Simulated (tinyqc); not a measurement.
Strain-driven crossing of the Gamma and L valleys in a germanium-like crystal alloyed with tin: one step. Gaps of the unstrained alloy. Two cases, with inputs chosen for the exercise.

Question. Give both gaps, their difference, and the y at which they cross (the root of a quadratic between 0 and 0.3).

With tin the unstrained gaps become E(y) = (1 - y) E + y EgS - CS y (1 - y); all other values are kept.

Case 1.

Values chosen (near those of Ge, gaps at low temperature; the results hold for these values, not for the real material): Eg = 0.897 eV (gap at Gamma to the s-like level); EgL = 0.734 eV (gap to L); EgS = (-0.428, 0.096) eV (Gamma and L gaps of the tin end); CS = (2.06, 1.03) eV (bowing of the Gamma and L gaps); y = 0.084 (tin fraction).

Case 2.

Values chosen (near those of Ge, gaps at low temperature; the results hold for these values, not for the real material): Eg = 0.889 eV (gap at Gamma to the s-like level); EgL = 0.733 eV (gap to L); EgS = (-0.424, 0.08) eV (Gamma and L gaps of the tin end); CS = (2.28, 0.76) eV (bowing of the Gamma and L gaps); y = 0.06 (tin fraction).

Give: Gamma and L gaps; Gamma - L; crossing y.

Answer.

Case 1.

Gamma and L gaps (eV): [0.6272, 0.6012]

Gamma - L = 0.0260 eV
crossing y = 0.1011

Case 2.

Gamma and L gaps (eV): [0.6816, 0.6510]

Gamma - L = 0.0307 eV
crossing y = 0.0755

Without strain the alloy is indirect.

Computed by tinyqc, one run a case: `OMP_NUM_THREADS=1 python tinyqc.py N N+1 out.jsonl` with N = 1080574, 1080577; one thread of a shared Intel(R) Xeon(R) Processor @ 2.30GHz, about 0.01 s a run at most.
